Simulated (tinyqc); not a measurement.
Conductance against temperature: thermal boundary conductance by the acoustic and diffuse mismatch models. Computed by tinyqc, a small Python program. Command: `OMP_NUM_THREADS=1 python tinyqc.py 3028588 3028589 out.jsonl kapitza walk`. One thread of a shared host (Intel(R) Xeon(R) Processor @ 2.30GHz), about 0.01 s of CPU time with the checks.

Each side has one longitudinal and two transverse Debye branches, omega = v q up to q_D = (6 pi^2 n)^(1/3), with n counting all atoms. Scattering at the interface is elastic. Electrons are left out of G, also for metals. Melting is ignored. G refers to the temperatures of the phonons sent towards the interface. Linear branches over all atoms overstate G at high T, most for crystals with several atoms a cell.

Inputs (values chosen for the exercise, modelled on aluminium (side 1) and titanium nitride (side 2)):
```
quantity                    value    unit
density rho_1                2.77  g/cm^3
longitudinal velocity vL_1   6080     m/s
transverse velocity vT_1     3120     m/s
atom density n_1             60.6  1/nm^3
density rho_2                5.45  g/cm^3
longitudinal velocity vL_2  10100     m/s
transverse velocity vT_2     6240     m/s
atom density n_2              103  1/nm^3
```

Structure: superlattice.

Constants: hbar = 1.054571817e-34 J s; k_B = 1.380649e-23 J/K.

Method:
- omega_c = v q_D for each branch, given as hbar omega_c/k_B; impedance Z = rho v.
- No mode conversion. t(theta) = 4 Z_1 Z_2 cos(theta_1) cos(theta_2)/N^2, with N = Z_2 cos(theta_1) + Z_1 cos(theta_2) for L (the form for pressure waves) and N = Z_1 cos(theta_1) + Z_2 cos(theta_2) for both T branches (the form for shear waves polarised along the interface); sin(theta_2) = (v_2/v_1) sin(theta_1), and t = 0 beyond the critical angle arcsin(v_1/v_2); the mean over the incoming flux is alpha = 2 int t sin(theta_1) cos(theta_1) d theta_1 (64 Gauss-Legendre points).
- G = (k_B^4 T^3/(8 pi^2 hbar^3)) int W(x) x^4 e^x/(e^x - 1)^2 dx, x = hbar omega/(k_B T). Acoustic mismatch: W = sum over the three branches of alpha(1 to 2)/v_1^2, each up to the lower of its two cut-offs. Diffuse mismatch: W = S_1 S_2/(S_1 + S_2), where S_i sums 1/v^2 over the branches of side i still below their cut-off. Radiation limit: W = min(S_1, S_2). The integral is split at the four cut-offs (64 Gauss-Legendre points a piece, x at most 45).

Branches:
```
branch     v (m/s)  cut-off (K)  Z (1e6 kg/(m^2 s))
L, side 1     6080       711.00             16.8416
T, side 1     3120       364.86              8.6424
L, side 2    10100      1409.54             55.0450
T, side 2     6240       870.84             34.0080
```

Transmission:
```
branch  t at normal incidence  largest angle from side 1 (deg)  alpha, 1 to 2  alpha, 2 to 1
L                    0.717572                          37.0119       0.209373       0.577772
T                    0.646293                          30.0000       0.194702       0.778807
```

G (MW/(m^2 K)):
```
T (K)  acoustic mismatch  diffuse mismatch  radiation limit
2              0.0037237         0.0039488        0.0049876
5               0.058183          0.061700         0.077931
10               0.46546           0.49360          0.62345
20                3.7235            3.9486           4.9874
40                28.559            30.677           38.850
80                135.67            172.45           225.36
150               299.02            495.90           673.49
300               440.53            851.65           1177.0
600               497.96            1007.9           1399.5
1000              512.10            1047.1           1455.5
```

What does the comparison show, and why?

All three follow T^3 at the cold end (exponent 3.00 for the diffuse model) and flatten at high T (exponent 0.07 at the hot end); the lowest cut-off is 365 K. The ratio of diffuse to acoustic goes from 1.06 to 2.04. The plateau is set by the frequencies that both sides share.

Extremes, crossings and ranges named in words are read from the listed rows.
